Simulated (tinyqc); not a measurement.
# Capacitance measurement on a leaky thin oxide: effects of series resistance and leakage: effects of single changes

The device is a capacitance C in parallel with a leakage conductance G, in series with Rs and Ls. An impedance meter reports either a parallel pair (Cp, Gp) from Y = 1/Z = Gp + i w Cp or a series pair (Cs, Rm) from Z = Rm + 1/(i w Cs); w = 2 pi f, dissipation D = Gp/(w |Cp|).

Inputs (values chosen for the exercise); values of the order met in thin-oxide MOS capacitors:
- eox = 3.9 (relative permittivity of the gate insulator (close to silicon dioxide))
- tox = 1.6 nm (insulator thickness)
- A = 10000 um^2 (gate area)
- zc = 0.32 nm (oxide-equivalent thickness added by the accumulation layer)
- zp = 0.4 nm (oxide-equivalent thickness added by gate depletion)
- Jg = 0.00036 A/cm^2 (gate leakage current density, not matched to the thickness)
- Vs = 0.45 V (voltage for an e-fold rise of the leakage)
- Rs = 260 ohm (series resistance)
- Ls = 0 nH (series inductance)
- f = 1e6 Hz (measuring frequency)

Constants: eps0 = 8.8541878128e-14 F/cm where lengths are in cm. Results are converted to the units shown.

Each table varies one quantity; the others keep the values above.

## Readings against frequency

EOT = 3.9 tox/eox; CET = EOT + zc + zp; C = 3.9 eps0 A/CET; G = Jg A/Vs. Z = Rs + i w Ls + 1/(G + i w C); CET read from Cp = 3.9 eps0 A/Cp; errors under 0.001 % are printed as 0.

The same in every row: C (pF) = 148.8.

Results:

| f (Hz) | Cp (pF) | Cs (pF) | D | error of Cp (%) | error of Cs (%) | CET read from Cp (nm) |
|---|---|---|---|---|---|---|
| 1000 | 148.8 | 149.9 | 0.08579 | -4.17e-3 | 0.732 | 2.320 |
| 3000 | 148.8 | 149.0 | 0.02924 | -4.21e-3 | 0.0813 | 2.320 |
| 10000 | 148.8 | 148.9 | 0.01099 | -4.75e-3 | 7.32e-3 | 2.320 |
| 30000 | 148.8 | 148.8 | 0.01015 | -9.48e-3 | 0 | 2.320 |
| 1e5 | 148.7 | 148.8 | 0.02517 | -0.0632 | 0 | 2.321 |
| 3e5 | 148.0 | 148.8 | 0.07323 | -0.533 | 0 | 2.332 |
| 1e6 | 140.5 | 148.8 | 0.2432 | -5.59 | 0 | 2.457 |
| 3e6 | 97.15 | 148.8 | 0.7295 | -34.7 | 0 | 3.555 |
| 3e7 | 2.746 | 148.8 | 7.295 | -98.2 | 0 | 125.8 |

Estimate the missing row, f = 1e7 Hz.

Computed row:

| f (Hz) | Cp (pF) | Cs (pF) | D | error of Cp (%) | error of Cs (%) | CET read from Cp (nm) |
|---|---|---|---|---|---|---|
| 1e7 | 21.53 | 148.8 | 2.432 | -85.5 | 0 | 16.04 |

With this row back in the table: D goes from 0.0858 through a minimum of 0.0101 (at f = 30000 Hz among the rows listed) to 7.29; without inductance its minimum lies at f = sqrt(G (1 + G Rs)/Rs)/(2 pi C) = 18800 Hz. The error of Cp goes from -0.00417 to -98.2 % and that of Cs from 0.732 to 0 %; at low frequency Cp tends to C/(1 + G Rs)^2 and Cs grows as 1 + (G/(w C))^2. One of the two readings is within 2 % of C for f = 1000, 3000, 10000, 30000, 1e5, 3e5, 1e6, 3e6, 1e7, 3e7 Hz. For f = 1e7, 3e7 D exceeds 1, where the accuracy of real meters degrades in proportion to sqrt(1 + D^2).

## Effect of the series resistance

Same model as above.

The same in every row: C (pF) = 148.8; Cs (pF) = 148.8.

Results:

| Rs (ohm) | Cp (pF) | D | error of Cp (%) | error of Cs (%) | CET read from Cp (nm) |
|---|---|---|---|---|---|
| 1 | 148.8 | 0.001021 | 0 | 0 | 2.320 |
| 10 | 148.8 | 0.009438 | -8.91e-3 | 0 | 2.320 |
| 30 | 148.7 | 0.02814 | -0.0791 | 0 | 2.322 |
| 100 | 147.5 | 0.09361 | -0.869 | 0 | 2.340 |
| 300 | 138.0 | 0.2806 | -7.30 | 0 | 2.503 |
| 1000 | 79.39 | 0.9353 | -46.7 | 0 | 4.349 |
| 3000 | 16.78 | 2.806 | -88.7 | 0 | 20.58 |

Estimate the missing row, Rs = 3 ohm.

Computed row:

| Rs (ohm) | Cp (pF) | D | error of Cp (%) | error of Cs (%) | CET read from Cp (nm) |
|---|---|---|---|---|---|
| 3 | 148.8 | 0.002891 | 0 | 0 | 2.320 |

With this row back in the table: As Rs goes from 1 to 3000, the error of Cp goes from 0 to -88.7 %, that of Cs from 0 to 0 %, and D rises from 0.00102 to 2.81. The CET read from Cp goes from 2.32 to 20.6 nm against the true 2.32 nm. Rs does not enter the imaginary part of Z, so Cs does not depend on it. For Rs = 3000 D exceeds 1, where the accuracy of real meters degrades in proportion to sqrt(1 + D^2).

tinyqc, about 0.01 s, one thread, Intel Xeon 2.30GHz (shared host): `OMP_NUM_THREADS=1 python tinyqc.py 2022045 2022046 out.jsonl`
